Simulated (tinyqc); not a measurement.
From results back to parameters: linear model of a band gap against the share of exact exchange. Three cases, with inputs chosen for the exercise.

Problem. Gap and optical dielectric constant were computed at two shares alpha. They follow E = E0 + S alpha and eps = 1 + (e0 - 1)(EP/(EP + S alpha))^2.

Case 1.

Values chosen (out of a larger set: of the order of those of AlN; not measured data): al12 = (0.2, 0.35) (two shares of exact exchange).

gaps (eV): 5.92000  7.17250

eps: 4.635155  4.283090

Case 2.

Values chosen (out of a larger set: of the order of those of InP; not measured data): al12 = (0.1, 0.15) (two shares of exact exchange).

gaps (eV): 1.23300  1.49950

eps: 9.795077  9.405541

Case 3.

Values chosen (out of a larger set: of the order of those of Si; not measured data): al12 = (0.2, 0.35) (two shares of exact exchange).

gaps (eV): 1.59800  2.36150

eps: 10.351306  9.050518

Find: S; E0; EP; e0.

Solution. The two gaps give S and E0. With q = sqrt((eps1 - 1)/(eps2 - 1)) = (EP + S alpha2)/(EP + S alpha1), EP = S (alpha2 - q alpha1)/(q - 1); e0 follows from either eps.

Case 1.

S = 8.35 eV
E0 = 4.25 eV
EP = 22.3 eV
e0 = 5.20

Case 2.

S = 5.33 eV
E0 = 0.70 eV
EP = 11.1 eV
e0 = 10.66

Case 3.

S = 5.09 eV
E0 = 0.58 eV
EP = 8.8 eV
e0 = 12.64

Computed by tinyqc, one run a case: `OMP_NUM_THREADS=1 python tinyqc.py N N+1 out.jsonl` with N = 1880184, 1880223, 1880231; one thread of a shared Intel(R) Xeon(R) Processor @ 2.30GHz, about 0.01 s a run at most.
